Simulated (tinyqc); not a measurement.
# Fully depleted semiconductor-on-insulator film with two gates, non-linear Poisson equation by Newton steps: what changes with what

One dimension across the film, front interface at x = 0, back interface at x = ts. psi is counted from the intrinsic level, n = ni exp(psi/Vt) (source grounded), holes neglected, acceptors ionised. Gates act through Cox = eps0 eox/tox and Cbox = 3.9 eps0/tb with potentials G1 = Vg - (phiM - chi - Vt ln(Nc/ni)) and G2 = Vb - (phiB - chi - Vt ln(Nc/ni)). Classical Boltzmann densities, no interface charge, no depletion in the back plane.

Values chosen for this exercise; band and dielectric values close to those of silicon:
- T = 300 K (temperature)
- Eg = 1.14 eV (band gap)
- eps_r = 11.8 (relative permittivity)
- Nc = 2.83e19 cm^-3 (conduction-band density of states at T)
- Nv = 2.66e19 cm^-3 (valence-band density of states at T)
- chi = 4.04 eV (electron affinity)
- eox = 7.3 (relative permittivity of the gate insulator (close to silicon nitride))
- tox = 2.6 nm (insulator thickness)
- ts = 21 nm (film thickness)
- tb = 56 nm (buried-oxide thickness (eps_r 3.9))
- Na = 1e15 cm^-3 (acceptor density of the film)
- phiM = 4.47 eV (work function of the front gate)
- phiB = 4.54 eV (work function of the back plane)
- Vb = 0 V (back-gate voltage)

Constants: q = 1.602176634e-19 C, kB = 1.380649e-23 J/K, Vt = kB T/q, eps0 = 8.8541878128e-14 F/cm where lengths are in cm. Results are converted to the units shown.

Each table varies one quantity; the others keep the values above.

## Charge against front-gate voltage

ni = sqrt(Nc Nv) exp(-Eg/(2 Vt)), Eg in volts. The Poisson equation eps0 eps_r d2psi/dx2 = q (n + Na), with -eps0 eps_r dpsi/dx = Cox (G1 - psi) at x = 0 and eps0 eps_r dpsi/dx = Cbox (G2 - psi) at x = ts, is solved on 300 equal intervals with half boxes at both ends; N_inv is the trapezoid sum of n. Swing = ln 10/(d ln N_inv/dVg); the last column is (dN_inv/dVb)/(dN_inv/dVg).

Result of one run:

| Vg (V) | psi front (V) | psi back (V) | N_inv (cm^-2) | centroid/ts | swing (mV/decade) | q dN_inv/dVg over Cox | back/front leverage |
|---|---|---|---|---|---|---|---|
| 0.5 | 0.537 | 0.415 | 1.47e12 | 0.166 | 328 | 0.667 | 0.0333 |

What becomes of these results when the front-gate voltage Vg is changed from 0.5 to 0.95 V, all else the same?

Result of the changed run:

| Vg (V) | psi front (V) | psi back (V) | N_inv (cm^-2) | centroid/ts | swing (mV/decade) | q dN_inv/dVg over Cox | back/front leverage |
|---|---|---|---|---|---|---|---|
| 0.95 | 0.616 | 0.420 | 7.24e12 | 0.0650 | 1.19e3 | 0.903 | 0.0258 |

The whole series:

| Vg (V) | psi front (V) | psi back (V) | N_inv (cm^-2) | centroid/ts | swing (mV/decade) | q dN_inv/dVg over Cox | back/front leverage |
|---|---|---|---|---|---|---|---|
| -0.1 | 0.0413 | 0.0443 | 8.00e4 | 0.510 | 64.5 | 1.84e-7 | 0.0829 |
| 0.05 | 0.188 | 0.175 | 1.73e7 | 0.457 | 64.1 | 4.00e-5 | 0.0764 |
| 0.2 | 0.335 | 0.305 | 3.78e9 | 0.406 | 64.9 | 0.00863 | 0.0698 |
| 0.35 | 0.465 | 0.398 | 2.76e11 | 0.296 | 129 | 0.316 | 0.0505 |
| 0.5 | 0.537 | 0.415 | 1.47e12 | 0.166 | 328 | 0.667 | 0.0333 |
| 0.65 | 0.575 | 0.419 | 3.21e12 | 0.109 | 591 | 0.807 | 0.0285 |
| 0.8 | 0.599 | 0.420 | 5.17e12 | 0.0812 | 883 | 0.869 | 0.0267 |
| 0.95 | 0.616 | 0.420 | 7.24e12 | 0.0650 | 1.19e3 | 0.903 | 0.0258 |
| 1.1 | 0.628 | 0.421 | 9.36e12 | 0.0544 | 1.51e3 | 0.923 | 0.0253 |

N_inv passes 1e11 cm^-2 at Vg = 0.303 V. The swing starts at 64.5 mV a decade, against (1 + k) Vt ln 10 = 60.8 for a front channel with k = Cs Cbox/(Cox (Cs + Cbox)) = 0.0221, Cs = eps0 eps_r/ts; above threshold this column is no longer a subthreshold swing. The centroid falls from 0.510 to 0.0544 of ts and the leverage of the back gate falls from 0.0829 to 0.0253. For Vg = 0.65, 0.8, 0.95, 1.1 the density at an interface exceeds 0.3 Nc, where Boltzmann statistics fail. For Vg = 0.65, 0.8, 0.95, 1.1 the classical centroid lies within 3 nm of an interface, where confinement, left out, would push it away.

## Threshold and coupling against the back-gate voltage

VT is the Vg for N_inv = 1e11 cm^-2; -dVT/dVb from the linearised equation. Limits with Cs = eps0 eps_r/ts: front channel Cs Cbox/(Cox (Cs + Cbox)), back channel Cbox (Cox + Cs)/(Cox Cs). Swing at N_inv = 1e8 cm^-2.

The same in every row: front-channel limit = 0.0221; back-channel limit = 0.149.

Result of one run:

| Vb (V) | VT (V) | centroid/ts at VT | -dVT/dVb | swing (mV/decade) |
|---|---|---|---|---|
| 8 | -0.731 | 0.972 | 0.145 | 68.2 |

What becomes of these results when the back-gate voltage Vb is changed from 8 to 6 V, all else the same?

Result of the changed run:

| Vb (V) | VT (V) | centroid/ts at VT | -dVT/dVb | swing (mV/decade) |
|---|---|---|---|---|
| 6 | -0.443 | 0.961 | 0.143 | 68.2 |

The whole series:

| Vb (V) | VT (V) | centroid/ts at VT | -dVT/dVb | swing (mV/decade) |
|---|---|---|---|---|
| -8 | 0.550 | 0.0275 | 0.0252 | 61.0 |
| -6 | 0.499 | 0.0360 | 0.0261 | 61.1 |
| -4 | 0.445 | 0.0522 | 0.0279 | 61.2 |
| -2 | 0.386 | 0.0948 | 0.0326 | 61.6 |
| 0 | 0.303 | 0.346 | 0.0595 | 64.0 |
| 2 | 0.110 | 0.854 | 0.126 | 67.5 |
| 4 | -0.160 | 0.939 | 0.140 | 68.0 |
| 6 | -0.443 | 0.961 | 0.143 | 68.2 |
| 8 | -0.731 | 0.972 | 0.145 | 68.2 |

As Vb goes from -8 to 8, VT falls from 0.550 to -0.731 V, the centroid rises from 0.0275 to 0.972 of ts and -dVT/dVb rises from 0.0252 to 0.145. The coupling covers 2.43 % of the way from the front-channel to the back-channel limit in the first row and 96.8 % in the last. A positive back bias draws the electrons to the back interface, where the back gate has more leverage and the front gate less, so the swing worsens.

Computed by the program tinyqc: `OMP_NUM_THREADS=1 python tinyqc.py 2190021 2190022 out.jsonl`, one thread of a shared Intel Xeon 2.30GHz, about 0.4 s for the whole run.
